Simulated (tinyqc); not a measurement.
Transfer-length model of a contact: one step of the calculation.

A metal contact of length d and width W on a thin layer of the same width. The metal has no resistance, the sheet resistance under it equals Rsh, and current enters the layer at the front edge x = 0.

Problem. Straight-line fit. Pairs of such contacts at gaps L have R_T = Rsh L/W + 2 Rc. The values of R_T were made from Rsh and rc with a random scatter of 1 % and are treated as data. Least squares: slope = sum (L - mean L)(R_T - mean R_T)/sum (L - mean L)^2, intercept = mean R_T - slope mean L. Rsh = slope W, Rc = intercept/2, and A = Rc/slope is half the distance from the origin to the zero of the line.

Values chosen for this exercise: contact width W = 2.4 um.

```
gap,L (um),R_T (ohm)
1,0.15,26.098
2,0.23,30.403
3,0.34,36.691
4,0.51,44.965
5,0.76,59.419
6,1.1,77.055
```

Give: slope; intercept; Rsh; Rc; A.

Solution.

slope = 53.755 ohm/um
intercept = 18.088 ohm
Rsh = 129.01 ohm/sq
Rc = 9.0439 ohm
A = 0.16824 um

Numbers from tinyqc (`OMP_NUM_THREADS=1 python tinyqc.py 2760029 2760030 out.jsonl`; about 0.01 s on one thread of a shared Intel Xeon 2.30GHz).
